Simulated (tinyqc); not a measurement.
Configuration-coordinate model of carrier capture at a defect, step by step. Values are carried at full precision from step to step, so a last printed digit may differ when a step is redone from the rounded ones.

Two parabolas of equal curvature k in one coordinate Q: with the carrier free at the band edge, U_f = k Q^2/2; with the carrier trapped, U_t = k (Q - dQ)^2/2 - ET. ER = k dQ^2/2, Huang-Rhys factor S = ER/hw, hw = 0.0646541 sqrt(k/M) eV for k in eV/angstrom^2 and M in u. The curves cross at a height Eb = (ER - ET)^2/(4 ER) above the free minimum.

Constants: kB = 8.617333262e-05 eV/K.

Parameters, chosen for this exercise (of the size met at a DX centre in AlGaAs; not measured data): ET = 0.16 eV (thermal depth of the level below the band edge); ER = 0.97 eV (relaxation energy); hw = 0.013 eV (phonon energy of the mode); M = 70 u (mass of the mode); T = 150 K (temperature); nu = 1e+12 1/s (attempt rate).

## The two parabolas

Form S, k, dQ, the crossing point Qc = (ER - ET)/(k dQ), Eb, and the emission barrier Eb + ET.

S = 74.615
k = 2.8300 eV/angstrom^2
dQ = 0.8280 angstrom
Qc = 0.3457 angstrom

barriers (eV): capture 0.1691, emission 0.3291

ER > ET: the crossing lies between the two minima (large relaxation); at Q = 0 the trapped level lies above the band edge.

## Optical transitions

Vertical ionisation from the trapped minimum costs ET + ER; vertical capture from the free minimum releases ET - ER (none if negative); the band has a standard deviation sqrt(S hw^2 coth(hw/2kT)) with S = ER/hw, and a full width 2.35482 times that.

energies (eV): ionisation peak 1.130, zero-phonon 0.160, emission peak -0.810

coth(hw/2kT) = 2.1535
standard deviation = 0.1648 eV
full width = 0.3880 eV

Vertical capture would need energy: there is no luminescence peak (at most a tail of the broadened line), and a carrier freed by light must cross the barrier Eb to return or tunnel through it; where tunnelling is slow this gives persistent photoconductivity at low temperature. The optical peak exceeds the thermal depth by a factor 7.06.

## The multiphonon factor

Multiphonon factor for giving p = ET/hw phonons to the lattice: W = exp(-S (2 nb + 1)) ((nb + 1)/nb)^(p/2) I_p(x), nb = 1/(exp(hw/kT) - 1), x = 2 S sqrt(nb (nb + 1)), I_p the modified Bessel function. Classical limit: W = hw exp(-Eb/kT)/sqrt(4 pi ER kT). At T = 0: exp(-S) S^p/Gamma(p + 1).

Form p, nb, x and ln W, the classical ln W, and the capture time 1/(nu W).

p, nb, x: 12.3077  0.5767  142.3074

ln W: quantum -16.117, classical -16.501

capture time = 9.99e-06 s

The quantum factor is 1.47 times the classical one at kT/hw = 0.99: the classical form serves within a factor of e.

## Emission by detailed balance

For equal degeneracies and one band-edge state, emission time = capture time x exp(ET/kT).

ET/kT = 12.378
log10 of the emission time in s = 0.38

## Checks

- Ln W for the nearest whole p against the double Poisson sum over emitted and absorbed phonons: both -16.2452.

Run: tinyqc, `OMP_NUM_THREADS=1 python tinyqc.py 1481361 1481362 out.jsonl`; Intel(R) Xeon(R) Processor @ 2.30GHz, one thread, shared host; about 0.01 s of CPU time with all checks.
